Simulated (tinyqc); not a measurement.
Rapid thermal processing of a wafer: radiative balance, ramp and cooling, pattern effects, pyrometer error and spike budget: one step, computed by the program tinyqc.

The wafer is opaque and uniform through its thickness unless said otherwise; temperatures in formulas are in kelvin (C + 273.15). sigma = 5.670374419e-12 W/(cm^2 K^4).

Task: Pyrometer error. Signal proportional to eps/(exp(c2/(lambda T)) - 1), c2 = h c/k_B. If the assumed emissivity is too high by the given error, the reading T' solves (1 + error)/(exp(c2/(lambda T')) - 1) = 1/(exp(c2/(lambda T)) - 1). Wien estimate: T' - T = -lambda T^2 ln(1 + error)/c2. Process rates go as exp(-E_a/(k_B T)).

Inputs (values chosen for the exercise, modelled on a hot silicon wafer):
```
quantity                              value        unit
process temperature                    1030           C
starting temperature                    450           C
pyrometer wavelength                    2.3  micrometre
error of the assumed emissivity         8.2           %
activation energy of the process E_a      4          eV
```

Constants: h = 6.62607015e-34 J s; c = 299792458 m/s; k_B = 1.380649e-23 J/K; k_B = 8.617333262e-05 eV/K.

Give: c2; c2/(lambda T); reading less true temperature; Wien estimate; rate at T over rate at T', less 1.

Result:

c2 = 14388 micrometre K

c2/(lambda T) = 4.800

reading less true temperature = -20.89 K

Wien estimate = -21.39 K

rate at T over rate at T', less 1 = 78.64 %

Caution: below about 600 C lightly doped silicon is partly transparent at this wavelength, so its emissivity is not yet the hot value early in the ramp.
